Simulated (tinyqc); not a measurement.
Composition of the layer: band edges of strained Si(1-x)Ge(x) on relaxed Si(1-y)Ge(y).

Values are linear in the Ge fraction but for ED(x) = linear - CD x (1 - x) and a(x) = linear - Ca x (1 - x). Energies are on the common scale of Ev.

Coherent growth on a (111) face: e_par = (a(y) - a(x))/a(x), e_perp = -(2 C11 + 4 C12 - 4 C44)/(C11 + 2 C12 + 4 C44) e_par; exx = eyy = ezz = (2 e_par + e_perp)/3 and exy = eyz = ezx = (e_perp - e_par)/3.

A valley with unit axis u lies at Ev + gap + (av + a_valley) tr(e) + Xu (u.e.u - tr(e)/3); the Delta axes are x, y, z and the L axes [111], [1-1-1], [-11-1], [-1-11]. The second-order shift of the Delta valleys under shear is left out; it lowers the pair normal to the sheared plane by tens of meV at a shear of 1 %.

Valence edges: Ev plus the levels of the 6 x 6 matrix of X, Y, Z times spin with -Dso/3 + l exx + m (eyy + ezz) on the diagonal (cyclic), n exy off it, l = av + 2 b, m = av - b, n = sqrt(3) d. Spin-orbit term (Dso/3) L.sigma on X, Y, Z with (L_k)_ij = -i epsilon_kij: <X+|H|Y+> = -i Dso/3, <X+|H|Z-> = Dso/3, <Y+|H|Z-> = -i Dso/3, <Z+|H|X-> = -Dso/3, <Z+|H|Y-> = i Dso/3, <X-|H|Y-> = i Dso/3, and their conjugates; + and - are the spin along z.

Parameters, chosen for this exercise (end members near Si and Ge, in this order; not measured data):

| symbol | value | unit | meaning |
|---|---|---|---|
| a | (5.426, 5.664) | angstrom | lattice constant |
| Dso | (0.044, 0.291) | eV | spin-orbit splitting |
| av | (2.49, 1.23) | eV | valence hydrostatic potential |
| b | (-2.08, -2.58) | eV | tetragonal shear potential |
| d | (-4.76, -5.32) | eV | trigonal shear potential |
| C11 | (163.8, 129.7) | GPa |  |
| C12 | (63.3, 48.4) | GPa |  |
| C44 | (80.3, 66.9) | GPa |  |
| Ev | (0, 0.69) | eV | top of the unstrained valence band |
| ED | (1.137, 0.938) | eV | gap to the Delta valleys |
| EL | (1.97, 0.75) | eV | gap to the L valleys |
| aD | (1.74, 1.3) | eV | hydrostatic potential of the Delta gap |
| aL | (-3.08, -2.59) | eV | hydrostatic potential of the L gap |
| XuD | (8.89, 9.37) | eV | uniaxial potential, Delta |
| XuL | (16.68, 14.84) | eV | uniaxial potential, L |
| CD | 0.197 | eV | bowing of the Delta gap |
| Ca | 0 | angstrom | bowing of the lattice constant |
| face | 111 |  | growth face |
| y | 0 |  | Ge fraction of the relaxed buffer |

The buffer is kept. dEc = Ec(buffer) - Ec(layer), dEv = Ev(layer) - Ev(buffer); buffer edges Ev(y) and Ev(y) + min(ED, EL). The digit behind Delta or L counts whole valleys.

Results:

| x | e_par (%) | lowest valleys | gap (eV) | next valleys above (meV) | valence splitting (meV) | dEc (eV) | dEv (eV) |
|---|---|---|---|---|---|---|---|
| 0.08 | -0.35 | Delta6 | 1.083 | 774 | 21 | -0.002 | 0.056 |
| 0.16 | -0.70 | Delta6 | 1.033 | 712 | 35 | -0.008 | 0.113 |
| 0.24 | -1.04 | Delta6 | 0.985 | 647 | 48 | -0.019 | 0.171 |
| 0.31 | -1.34 | Delta6 | 0.945 | 587 | 58 | -0.031 | 0.223 |
| 0.39 | -1.68 | Delta6 | 0.902 | 517 | 69 | -0.049 | 0.284 |
| 0.47 | -2.02 | Delta6 | 0.863 | 444 | 81 | -0.071 | 0.345 |
| 0.55 | -2.36 | Delta6 | 0.826 | 368 | 92 | -0.097 | 0.408 |

What does the comparison show, and why?

The gap is 1.083 eV in the first row and 0.826 eV in the last. The lowest valleys are Delta6 throughout. Per 0.1 of x the valence offset moves by +75 meV on average; the conduction offset lies between -97 and -2 meV. Electrons and holes sit on opposite sides in every row (type II). Offsets below about 30 meV are within the spread of parameter sets, so those rows do not settle the type. Strains above 2 % can be kept only in layers of a few nanometres.

Computed by tinyqc, a small Python program: `OMP_NUM_THREADS=1 python tinyqc.py 1080371 1080372 out.jsonl` (the numbers bound the seed that draws the inputs); one thread of a shared host (Intel(R) Xeon(R) Processor @ 2.30GHz), about 0.02 s for the whole set of steps.
